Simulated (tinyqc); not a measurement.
Deal-Grove kinetics of thermal oxidation of silicon: one step, computed by the program tinyqc.

Oxidant diffuses through the oxide and reacts at the interface, so that dx/dt = B/(A + 2x) for the oxide thickness x.

Question. A window beside field oxide. tau = (x_i^2 + A x_i)/B and x = (A/2) [sqrt(1 + 4 B (t + tau)/A^2) - 1], the root of x^2 + A x = B (t + tau). The same oxidation acts on the field oxide, with x_f in place of x_i. Each region consumes 0.44 times the oxide it grows; the step in the silicon surface is the difference, and the step in the oxide surface is (x_f(new) - 0.44 growth) against the same for the window, counted from the silicon surface before this oxidation.

Inputs (values chosen for the exercise, close to those used for silicon):
```
quantity,value,unit
temperature T,1025,C
initial oxide x_i,0.01,um
time t,4.7,h
field oxide beside the window x_f,0.74,um
```

Ambient: steam. Surface: (111). Extension: masking step.

length A = 0.2046531 um

parabolic constant B = 0.6257498 um^2/h

oxide thickness x = 1.616290 um

Give: field oxide afterwards; step in the silicon; step in the oxide surface.

Answer.

field oxide afterwards = 1.808 um

step in the silicon = 0.2367 um

step in the oxide surface = 0.4287 um

The field oxide grows by 1.07 um and the window by 1.61 um: the thicker film slows the oxidant.
